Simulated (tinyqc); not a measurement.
Worked calculation: atomic layer deposition: Langmuir saturation, growth per cycle and coating of deep features. Computed by tinyqc, a small Python program that keeps every step. Command: `OMP_NUM_THREADS=1 python tinyqc.py 3011230 3011231 out.jsonl ald walk`. One thread of a shared host (Intel(R) Xeon(R) Processor @ 2.30GHz), about 0.01 s of CPU time with the checks. Intermediate numbers are printed to about 6 digits and carried at full precision; extremes and crossings named in words are read from the listed rows.

Precursor A sticks only on free sites, so a long enough pulse saturates; co-reactant B then frees the sites again.

Inputs (values chosen for the exercise, modelled on silicon dioxide from an aminosilane and ozone):
```
quantity                                   value      unit
precursor mass M                             174         u
site density q                               2.9    1/nm^2
growth per cycle at saturation G             1.2  angstrom
sticking probability beta on free sites  0.00068         -
precursor pressure p                        0.55        Pa
temperature T                                275         C
pulse time t                                 0.4         s
co-reactant completion per pulse c_B       0.999         -
desorption energy E_d                        1.8        eV
purge time t_p                               4.5         s
aspect ratio a                               6.8         -
```

Feature: round hole.

Constants: u = 1.6605390666e-27 kg; k_B = 1.380649e-23 J/K; k_B = 8.617333262e-05 eV/K.

## Flux and saturation time

Wall flux F = p/sqrt(2 pi M k_B T); rate of filling k_a = beta F/q; desorption k_d = 1e13 exp(-E_d/(k_B T)) per second. 1/m^2 = 1e-18/nm^2. Temperatures in kelvin are T(C) + 273.15.

flux F = 4692.26 1/(nm^2 s)

k_a = 1.10025 1/s

k_d = 2.82172e-04 1/s

time to 99 % without desorption, ln(100)/k_a = 4.18555 s

## The first four cycles

One cycle from coverage th0: pulse A gives th1 = th_s + (th0 - th_s) exp(-(k_a + k_d) t), th_s = k_a/(k_a + k_d); the purge leaves th2 = th1 exp(-k_d t_p); pulse B converts c_B th2 into film and leaves th3 = (1 - c_B) th2. Growth = G c_B th2. Start from th0 = 0.

Cycles:
```
cycle          th0       th1       th2          th3  growth (angstrom)
1                0  0.356011  0.355559  3.55559e-04           0.426244
2      3.55559e-04  0.356239  0.355787  3.55787e-04           0.426518
3      3.55787e-04  0.356240  0.355788  3.55788e-04           0.426518
4      3.55788e-04  0.356240  0.355788  3.55788e-04           0.426518
```

## Steady growth per cycle

The periodic state has th0 = th3: th0 = (1 - c_B) e_p th_s (1 - e_a)/(1 - (1 - c_B) e_p e_a), with e_a = exp(-(k_a + k_d) t), e_p = exp(-k_d t_p). Share of impinging molecules used = q (th1 - th0)/(F t).

coverage after pulse A = 0.356240

growth per cycle = 0.426518 angstrom

share of impinging molecules used = 5.49875e-04

The pulse is 0.44 filling times long: not fully saturated, so thickness still depends somewhat on the local dose.

## Exposure for a deep feature

Diffusion-limited filling (Gordon) of a round hole of diameter w: a saturation front at depth z needs dz/dt = D_K n/(z (4q/w)), with Knudsen D_K = w c/3 and F = n c/4; including the entrance and floor terms, t = (q/F)(1 + 19a/4 + 3a^2/2). Reaction-limited filling needs ln(100)/k_a at any depth, k_a = beta F/q. Flow is molecular. The front picture holds when the modulus a sqrt(beta) is well above 1. Depth reached by the given pulse: solve the same formula for a. Exposure = p x diffusion-limited time; 1 langmuir = 1.33322e-4 Pa s.

diffusion-limited time = 0.0634479 s

exposure = 261.745 langmuir

modulus = 0.177322

aspect ratio reached by the front in time t = 19.2328

Diffusion needs 0.0634 s and reaction 4.19 s: the surface reaction limits, and the walls fill evenly. Caution: the modulus is not well above 1 or the Gordon time is under three times ln(100)/k_a, so there is no sharp front: the Gordon time is only a lower bound and the reaction time must be met as well. Caution: the pulse is shorter than ln(100)/k_a, so even the open surface is not saturated and the depth reached has no meaning. Caution: the depth reached is formal here: it is under 2/sqrt(beta), so no sharp front has formed.

## Coverage along the feature as the dose grows

Continuum model with steady gas transport: d2n/dz2 = 3 beta (1 - th) n/d_h^2 (d_h the hydraulic diameter, n = 1 at the mouth, no flux at the floor, 60 cells), d th/dt = beta F n (1 - th)/q; no desorption. Times are multiples of the larger of the Gordon time and ln(100)/k_a.

Coverage:
```
multiple    t (s)  top cell  quarter depth  half depth  three quarters  floor cell
0.05      0.20928     0.206          0.202       0.200           0.199       0.198
0.10      0.41856     0.369          0.364       0.361           0.359       0.358
0.20      0.83711     0.602          0.597       0.593           0.591       0.591
0.40      1.67422     0.841          0.839       0.837           0.836       0.835
0.60      2.51133     0.937          0.936       0.935           0.934       0.934
0.80      3.34844     0.975          0.974       0.974           0.974       0.974
1.00      4.18555     0.990          0.990       0.990           0.990       0.990
1.30      5.44122     0.997          0.997       0.997           0.997       0.997
```

At a multiple of 0.2 the coverage is 0.60 at the top and 0.59 at the floor. All depths fill nearly together, since molecules bounce many times before they stick. In the last row the floor reaches 0.997.

Checks made by the program: periodic state against 400 explicit cycles (relative difference below 1e-10).
